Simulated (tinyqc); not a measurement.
# Worked calculation: off-state leakage of single and stacked transistors

Computed by the program tinyqc: `OMP_NUM_THREADS=1 python tinyqc.py 2242261 2242262 out.jsonl`, one thread of a shared Intel Xeon 2.30GHz, about 0.04 s for the whole run. Printed values are rounded.

n-channel devices of unit width. Subthreshold current I(Vg, Vs, Vd) = I0 (T/300 K)^0.5 exp[(Vg - Vs - VT(T) - gb (Vs - Vb) + dd (Vd - Vs))/(nf Vt)] (1 - exp(-(Vd - Vs)/Vt)), VT(T) = VT - cT (T - 300 K). Gate-edge tunnelling Ig (Vd/1 V) exp(ag (Vd - 1 V)), for a gate at 0 V, and band-to-band leakage Ab u exp(-Bb/u), u = Vd - Vb + 1 V, flow at a drain held at V; both are taken as independent of T. In a stack of off transistors (all gates at 0 V) the same subthreshold current passes through each.

Inputs (values chosen for the exercise); values of the order met in bulk silicon logic transistors: temperature T = 300 K; supply voltage V = 1.1 V; threshold at 300 K, zero drain and body bias VT = 0.28 V; fall of the threshold with temperature cT = 0.9 mV/K; current at threshold at 300 K I0 = 0.66 uA/um; slope factor nf = 1.28; drain-induced lowering per volt dd = 0.05; rise of the threshold per volt of source-body bias gb = 0.08; gate-edge tunnelling current at 1 V Ig = 2e-5 uA/um; exponential slope of the gate current ag = 5.7 1/V; prefactor of band-to-band leakage at the drain Ab = 80 uA/(um V); its exponential voltage Bb = 20 V; body voltage Vb = -0.6 V.

Constants: q = 1.602176634e-19 C, kB = 1.380649e-23 J/K, Vt = kB T/q. Results are converted to the units shown.

## Leakage of one transistor

Vg = Vs = 0, Vd = V; effective threshold VT(T) - gb Vb - dd V.

effective threshold = 0.273 V
parts (nA/um): subthreshold 0.172416, gate edge 0.0389019, band-to-band 131.056
total = 131.268 nA/um
shares (%): subthreshold 0.131347, gate edge 0.0296356, band-to-band 99.8390

The band-to-band part is the largest.

## Starting value

Vx = dd V/(1 + gb + 2 dd), the solution for Vx well above Vt, rounded to three decimals.

Vx at the start = 0.047 V

## Iteration 1: new Vx

Stack of two, Vx the node between them: I_low = I(0, 0, Vx), I_up = I(0, Vx, V), f = ln(I_up/I_low), f' = -(1 + gb + 2 dd)/(nf Vt) - 1/(Vt (exp(Vx/Vt) - 1)) - 1/(Vt (exp((V - Vx)/Vt) - 1)), Vx(new) = Vx - f/f'.

I_low = 0.0294199 nA/um
I_up = 0.0346369 nA/um
f = 0.163246
f' = -43.1565 1/V
Vx after iteration 1 = 0.0507826 V

## Iteration 2: new Vx

As before.

I_low = 0.0303691 nA/um
I_up = 0.0304396 nA/um
f = 0.00231902
f' = -41.9696 1/V
Vx after iteration 2 = 0.0508379 V

## Iteration 3: new Vx

As before.

I_low = 0.0303823 nA/um
I_up = 0.0303823 nA/um
f = 4.32962e-7
f' = -41.9539 1/V
Vx after iteration 3 = 0.0508379 V

## Course of the iteration

Stop when the step is below 1e-11 V, or after 40 iterations.

Course of the iteration:
```
iteration  Vx before the step (V)  step (V)
1                           0.047   3.78e-3
2                       0.0507826   5.53e-5
3                       0.0508379   1.03e-8
4                       0.0508379   < 1e-15
```

Converged in 4 iterations. The subthreshold current of the stack is 0.03038 nA/um, 5.67 times less than that of one transistor (the drain leakage is unchanged); the estimate exp[dd V (1 + gb + dd)/((1 + gb + 2 dd) nf Vt)] gives 4.91.
